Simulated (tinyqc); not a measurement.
# Threshold-voltage variability of a planar MOSFET, analytic estimates: what changes with what

Three independent sources add in quadrature: random dopants in the depleted layer, metal-gate grains of two orientations, and roughness of the two gate edges acting through the roll-off VT = VT(long) - Vr exp(-L/l). These are first-order estimates: no three-dimensional electrostatics, no percolation.

Parameters, values chosen for the exercise; material values close to those of silicon:
- T = 400 K (temperature)
- Eg = 1.11 eV (band gap)
- eps_r = 11.6 (relative permittivity of the semiconductor)
- Nc = 4.28e19 cm^-3 (conduction-band density of states at T)
- Nv = 4.14e19 cm^-3 (valence-band density of states at T)
- Na = 1.8e18 cm^-3 (channel doping)
- ti = 1.3 nm (oxide-equivalent thickness in inversion)
- L = 65 nm (gate length)
- W = 110 nm (gate width)
- G = 10 nm (metal grain size)
- dW = 0.15 eV (work-function difference of the two grain orientations)
- p = 0.3 (share of the orientation of higher work function)
- De = 1.4 nm (rms roughness of one gate edge)
- La = 30 nm (correlation length of the roughness)
- l = 12 nm (decay length of the threshold roll-off)
- Vr = 2.5 V (prefactor of the roll-off)

Constants: q = 1.602176634e-19 C, kB = 1.380649e-23 J/K, Vt = kB T/q, eps0 = 8.8541878128e-14 F/cm where lengths are in cm. Results are converted to the units shown.

Each table varies one quantity; the others keep the values above.

## Effect of the correlation length of the roughness

ni = sqrt(Nc Nv) exp(-Eg/(2 Vt)), Eg in volts; Cox = 3.9 eps0/ti; Wd = sqrt(4 eps0 eps_r Vt ln(Na/ni)/(q Na)); dopants: s1 = (q/Cox) sqrt(Na Wd/(3 L W)). Grains: Ng = L W/G^2 (at least 1), s2 = dW sqrt(p (1 - p)/Ng). Edges, with exponential correlation and u = W/La: the mean gate length has sL^2 = 2 De^2 (2/u)[1 - (1 - exp(-u))/u]; s3 = sL (Vr/l) exp(-L/l). s = sqrt(s1^2 + s2^2 + s3^2). l and Vr are held fixed.

The same in every row: s1 (mV) = 8.774; s2 (mV) = 8.129.

Result of one run:
```
La (nm)  s3 (mV)  s (mV)  s sqrt(L W) (mV um)
40         1.269   12.03                1.017
```

What becomes of these results when the correlation length of the roughness La is changed from 40 to 160 nm, all else the same?

Result of the changed run:
```
La (nm)  s3 (mV)  s (mV)  s sqrt(L W) (mV um)
160        1.644   12.07                1.021
```

The whole series:
```
La (nm)  s3 (mV)  s (mV)  s sqrt(L W) (mV um)
2         0.3462   11.97                1.012
5         0.5397   11.97                1.012
10        0.7449   11.98                1.013
20        0.9998   12.00                1.015
40         1.269   12.03                1.017
80         1.493   12.05                1.019
160        1.644   12.07                1.021
```

As La goes from 2 to 160 nm, s rises from 12.0 to 12.1 mV. The dopants are the largest source in the first and the last row. The edge term s3 rises from 0.346 to 1.64 mV: a longer correlation averages out less along the width.

## Effect of the channel doping

Same model as above.

l and Vr are held fixed.

The same in every row: s2 (mV) = 8.129; s3 (mV) = 1.160.

Effect of the channel doping:
```
Na (cm^-3)  s1 (mV)  s (mV)  s sqrt(L W) (mV um)
1.5e17        4.470   9.349               0.7905
2.6e17        5.195   9.717               0.8216
4.7e17        6.103   10.23               0.8651
8.2e17        7.096   10.85               0.9177
1.5e18        8.353   11.71               0.9905
2.6e18        9.687   12.70                1.074
4.5e18        11.22   13.91                1.176
8e18          13.09   15.45                1.307
```

As Na goes from 1.5e17 to 8e18 cm^-3, s rises from 9.35 to 15.5 mV. The largest source is the grains in the first row and the dopants in the last. s1 goes on average as Na^(0.27), near the 1/4 expected from Na Wd. At Na = 1.5e17 cm^-3 the depletion depth exceeds L, so source and drain share much of the charge and s1 is rough.

Numbers from tinyqc (`OMP_NUM_THREADS=1 python tinyqc.py 2090022 2090023 out.jsonl`; about 0.01 s on one thread of a shared Intel Xeon 2.30GHz).
